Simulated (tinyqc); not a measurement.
Worked calculation: CIS and TDHF on RHF in the sto-3g basis, for H3-, spin multiplicity 1. The basis has no diffuse functions, so it cannot describe the extra electron: this is an exercise in the method, not the real anion. One step of it, computed by the program tinyqc.

Problem. CIS matrix, triplets. A(ia,jb) = (e_a - e_i) d_ij d_ab - (ij|ab).

orbital energies (hartree): MO1 -0.224877, MO2 0.251127, MO3 1.559119

Two-electron integrals over orbitals (pq|rs), unique and non-zero (hartree):
```
(11|11) 0.600691    (21|21) 0.162819    (22|11) 0.541670    (22|22) 0.577407
(31|11) 0.087930    (31|22) -0.019672   (31|31) 0.128548    (32|21) -0.133689
(32|32) 0.135961    (33|11) 0.632609    (33|22) 0.570626    (33|31) 0.107207
(33|33) 0.711916
```

Give: CIS matrix A, triplet.

Solution.

CIS matrix A, triplet (hartree):
```
       1>3    2>3
1>3  1.151  0.000
2>3  0.000  0.737
```
